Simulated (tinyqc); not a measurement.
Inside a calculation. Method: Hubbard chain of 3 sites. One step of it, computed by the program tinyqc.

Problem. The many-body Hamiltonian. Basis: all placements (u, d, 2, 0 on each site), up operators ordered before down ones; hops carry the sign of the same-spin electrons passed.

one-body matrix (hopping and site energies) (eV), order 1, 2, 3:
```
[[0.000000, -1.330000, 0.000000],
 [-1.330000, 0.000000, -1.330000],
 [0.000000, -1.330000, 0.000000]]
```

U = 7.200000 eV

electrons, up and down: [2, 1]

Give: H.

Solution.

H (eV), order 2u0, u20, uud, 20u, udu, u02, duu, 02u, 0u2:
```
[[7.200, -1.330, 0.000, -1.330, 0.000, 0.000, 0.000, 0.000, 0.000],
 [-1.330, 7.200, -1.330, 0.000, -1.330, 0.000, 0.000, 0.000, 0.000],
 [0.000, -1.330, 0.000, 0.000, 0.000, -1.330, 0.000, 0.000, 0.000],
 [-1.330, 0.000, 0.000, 7.200, -1.330, 0.000, -1.330, 0.000, 0.000],
 [0.000, -1.330, 0.000, -1.330, 0.000, -1.330, 0.000, -1.330, 0.000],
 [0.000, 0.000, -1.330, 0.000, -1.330, 7.200, 0.000, 0.000, -1.330],
 [0.000, 0.000, 0.000, -1.330, 0.000, 0.000, 0.000, -1.330, 0.000],
 [0.000, 0.000, 0.000, 0.000, -1.330, 0.000, -1.330, 7.200, -1.330],
 [0.000, 0.000, 0.000, 0.000, 0.000, -1.330, 0.000, -1.330, 7.200]]
```
